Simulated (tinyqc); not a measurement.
Equal gaps, different models: fitting sp3s* parameters to three gaps by Newton steps.

sp3s* tight binding, nearest neighbours only: anion (a) at 0, cation (c) at a/4 (1,1,1), orbitals s, px, py, pz, s* on each; k in units of 2 pi/a. With phases e_j = exp(i (pi/2) k.n_j) for n = (1,1,1), (1,-1,-1), (-1,1,-1), (-1,-1,1): g0 = (e1+e2+e3+e4)/4, g1 = (e1+e2-e3-e4)/4, g2 = (e1-e2+e3-e4)/4, g3 = (e1-e2-e3+e4)/4. The diagonal holds the levels Esa, Epa, Exa (s*) and Esc, Epc, Exc. Anion-cation block: <sa|sc> = Vss g0; <sa|xc> = Vsapc g1; <xa|sc> = -Vscpa g1; <xa|xc> = Vxx g0; <xa|yc> = <ya|xc> = Vxy g3, <xa|zc> = <za|xc> = Vxy g2, <ya|zc> = <za|yc> = Vxy g1; <s*a|xc> = Vxapc g1; <xa|s*c> = -Vpaxc g1; y and z take g2 and g3 in place of g1; s-s* and s*-s* vanish.

Gaps are level 5 at Gamma, X = (1,0,0) and L = (1/2,1/2,1/2) less level 4 at Gamma; no spin-orbit coupling. Free parameters: Vss, Exa and Exc. H is linear in them, so by Hellmann-Feynman J_ij = <u|dH/dp_j|u> for level 5 at point i less the same for level 4 at Gamma. Newton: p(new) = p + J^-1 (target - gaps); stop when all misses are below 1e-7 eV.

Constants: hbar^2/2m0 = 3.80998211 eV angstrom^2.

Parameters, chosen for this exercise (out of a larger set: near a published set for InAs, fitted to gaps, whose masses and valley positions are rough; not measured data):
```
symbol  value                                                                                          unit      meaning
p       (-9.537, 0.909, -2.713, 3.712, 7.383, 6.734, -5.613, 1.835, 4.466, 3.026, 5.452, 3.37, 3.917)  eV        start, order Esa, Epa, Esc, Epc, Exa, Exc, Vss, Vxx, Vxy, Vsapc, Vscpa, Vxapc, Vpaxc
tg      (0.6553, 2.2271, 1.3928)                                                                       eV        target gaps at Gamma, X, L
a       6.059                                                                                          angstrom  lattice constant
```

The same three targets are met with other triples of free parameters (those for which Newton converges within 3 eV of the start). Not fitted: level 5 at K = (3/4,3/4,0) above Ev, the spacing of levels 6 and 5 at X, the depth of level 2 at X below Ev, the valence width at Gamma, and the mass c q^2/(E(q) - E(0)) of level 5 along [100], q = 0.002 (2 pi/a), c = hbar^2/2m0.

Unfitted results:
```
free parameters    largest change (eV)  K (eV)  X spacing (eV)  level 2 at X (eV)  valence width (eV)  mass (m0)
start                            0.000   2.131           0.398              7.054              12.695     0.0319
Vss, Vxapc, Vpaxc                0.248   2.097           0.382              7.073              12.908     0.0488
Esc, Vxapc, Vpaxc                0.529   2.062           0.200              7.017              12.629     0.0481
Vss, Vsapc, Vpaxc                0.248   2.110           0.484              7.039              12.908     0.0494
Esa, Vxapc, Vscpa                0.844   2.097           0.378              6.975              12.064     0.0506
Vss, Exa, Exc                    0.251   2.094           0.356              7.062              12.908     0.0488
Esc, Vsapc, Exc                  0.921   2.070           0.217              6.922              12.629     0.0487
```

What does the comparison show?

All fitted rows have the same three gaps, yet they spread by 49 meV at K, 283 meV in the X spacing, 150 meV in level 2 at X, 844 meV in the valence width and 5.1 % in the mass. The smallest change of parameters, 0.248 eV, is that of Vss, Vxapc, Vpaxc; Vss, Vsapc, Vpaxc. A fit fixes what it was given and leaves the rest to the choice of free parameters.

(tinyqc, `OMP_NUM_THREADS=1 python tinyqc.py 1452570 1452571 out.jsonl`, Intel(R) Xeon(R) Processor @ 2.30GHz, 1 thread, shared host, about 0.1 s.)
